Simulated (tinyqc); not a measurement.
# Bias-temperature instability, empirical power law with universal recovery: effects of single changes

Threshold-voltage shift at the end of a stress: dV = A (V/V0)^g exp[-(Ea q/kB)(1/T - 1/T0)] (t/1 s)^n. After a delay tr the permanent share pp stays and the rest falls by r = 1/(1 + B (tr/t)^be). An empirical model: its parameters are fits, not properties.

Parameters, values chosen for the exercise:

| symbol | value | unit | meaning |
|---|---|---|---|
| V0 | 1.7 | V | reference stress voltage |
| T0 | 398 | K | reference temperature |
| A | 6 | mV | shift after 1 s at V0 and T0 |
| n | 0.23 |  | time exponent |
| g | 5 |  | voltage exponent |
| Ea | 0.15 | eV | apparent activation energy of the shift |
| pp | 0.3 |  | permanent share |
| B | 4.3 |  | recovery scale |
| be | 0.22 |  | recovery dispersion |
| T | 398 | K | use temperature |
| dc | 50 | mV | failure criterion |
| ts | 10000 | s | stress time |

Constants: q = 1.602176634e-19 C, kB = 1.380649e-23 J/K. Results are converted to the units shown.

Each table varies one quantity; the others keep the values above.

## Effect of the measurement delay

At V0 and T0. The apparent n comes from the measured shifts at ts/100 and ts, and the projection extends that line from ts to ten years (3.15576e8 s).

The same in every row: true shift (mV) = 540.7.

Effect of the measurement delay:
```
tr (s)  share left at ts  apparent n  projected shift (mV)
1e-6              0.9815      0.2368                 569.3
1e-5              0.9698      0.2408                 586.5
0.0001            0.9513      0.2468                 612.1
0.001             0.9228      0.2552                 647.6
0.01              0.8805      0.2658                 689.7
0.1               0.8218      0.2774                 725.9
1                 0.7468      0.2874                 731.7
10                0.6607      0.2927                 684.1
```

Read the table: what changes, and by how much?

The share left falls from 0.982 to 0.661 and the apparent n rises from 0.237 to 0.293. The projection is 5.3 % above the true ten-year shift in the first row and 27 % above it in the last: a lower start and a steeper slope work against each other.

## Lifetime against voltage

Same model as above.

The lifetime solves dV = dc; ten years are 3.15576e8 s.

Lifetime against voltage:
```
V (V)  shift after ten years (mV)  lifetime (years)
0.6                         2.961           2.173e6
0.76                        9.655           1.274e4
0.91                        23.76             253.9
1.07                        53.41             7.506
1.23                        107.2            0.3629
1.39                        197.6           0.02542
1.54                        329.8          0.002740
1.7                         540.7          3.195e-4
```

The shift goes as V^5 and the lifetime as V^(-21.7): 5 % more voltage adds 27.6 % to the shift and divides the lifetime by 2.89. 3 of the 8 rows pass ten years. For V = 0.6, 0.76 the lifetime is a formal extrapolation far beyond any test.

tinyqc, about 0.01 s, one thread, Intel Xeon 2.30GHz (shared host): `OMP_NUM_THREADS=1 python tinyqc.py 2070027 2070028 out.jsonl`
